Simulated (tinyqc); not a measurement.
Gate-all-around wire with two subbands, quantum capacitance: two steps of the calculation.

phi is the Fermi level above the lowest subband edge, in volts; Vg is counted from the gate voltage at which an empty wire would have phi = 0. Both directions of motion are filled (equilibrium).

Values chosen for this exercise:

| symbol | value | unit | meaning |
|---|---|---|---|
| T | 300 | K | temperature |
| eox | 3.9 |  | relative permittivity of the gate insulator (close to silicon dioxide) |
| tox | 4.4 | nm | insulator thickness |
| md | 0.3 | m0 | mass along the wire |
| gv | 1 |  | valley degeneracy |
| E2 | 0.22 | eV | second subband above the first |
| g2 | 1 |  | orbital degeneracy of the second subband |
| rw | 2.3 | nm | radius of the wire |
| Vg | 0.39 | V | gate voltage |

Constants: q = 1.602176634e-19 C, kB = 1.380649e-23 J/K, hbar = 1.054571817e-34 J s, m0 = 9.1093837015e-31 kg, Vt = kB T/q, eps0 = 8.8541878128e-14 F/cm where lengths are in cm. Results are converted to the units shown.

Problem 1. Gate capacitance. Cox = 2 pi eps0 eox/ln(1 + tox/rw) per length.

Give: Cox.

Solution 1.

Cox = 2.0292 pF/cm

Problem 2. New phi. N1 = gv sqrt(2 md m0 kB T/(pi hbar^2)); n1 = N1 F(phi/Vt), n2 = g2 N1 F((phi - E2)/Vt), n = n1 + n2, F(e) = (1/sqrt(pi)) int_0^infinity u^(-1/2) du/(1 + exp(u - e)); Cq = q dn/dphi = (q N1/Vt) [F'(phi/Vt) + g2 F'((phi - E2)/Vt)]. Newton: f = phi + q (n)/Cox - Vg, phi(new) = phi - f/(1 + (Cq)/Cox).

phi after iteration 1 = 0.063375894 V
Cox = 2.0292470 pF/cm

Wanted: n1; n2; Cq; f; phi after iteration 2.

Solution 2.

n1 = 4.193e6 cm^-1
n2 = 5941 cm^-1
Cq = 6.225 pF/cm
f = 0.004926 V
phi after iteration 2 = 0.06216 V

tinyqc, about 0.01 s, one thread, Intel Xeon 2.30GHz (shared host): `OMP_NUM_THREADS=1 python tinyqc.py 2200113 2200114 out.jsonl`
